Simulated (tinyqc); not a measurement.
Koster-Slater impurity in an sp3s* host: one step. A first estimate from the table. Two cases, with inputs chosen for the exercise.

Question. A defect that shifts the p level of its anion site by V has a level where the host Green function G_p(E) equals 1/V; E is counted from the top of the valence band. Find it by linear interpolation between the two rows that bracket it.

Give: 1/V; estimated level.

Case 1.

Values chosen (out of a larger set: near a published set for GaP; not measured data): V = 18.4 eV (shift of the p levels).

G(E) (1/eV):
```
E (eV)           G_s         G_p
0.000000   0.0431087   0.2723275
0.294953   0.0339087   0.1898050
0.589906   0.0234957   0.1449650
0.884859   0.0109758   0.1117373
1.179812  -0.0051679   0.0836655
1.474765  -0.0279842   0.0573675
1.769718  -0.0650206   0.0296721
2.064671  -0.1431730  -0.0052264
2.359624  -0.5643968  -0.0797149
```

Answer.

1/V = 0.05435 1/eV
estimated level = 1.507 eV

Case 2.

Values chosen (out of a larger set: near a published set for Si; not measured data): V = -13.5 eV (shift of the p levels).

G(E) (1/eV):
```
E (eV)           G_s         G_p
0.000000  -0.0721829   0.1011549
0.143883  -0.0848581   0.0639218
0.287767  -0.0993648   0.0365984
0.431650  -0.1163928   0.0122504
0.575533  -0.1370024  -0.0117291
0.719416  -0.1629856  -0.0374203
0.863300  -0.1977921  -0.0677545
1.007183  -0.2497634  -0.1093687
1.151066  -0.3569601  -0.1959332
```

Answer.

1/V = -0.07407 1/eV
estimated level = 0.885 eV

Computed by tinyqc, one run a case: `OMP_NUM_THREADS=1 python tinyqc.py N N+1 out.jsonl` with N = 1451986, 1452319; one thread of a shared Intel(R) Xeon(R) Processor @ 2.30GHz, about 0.1 s a run at most.
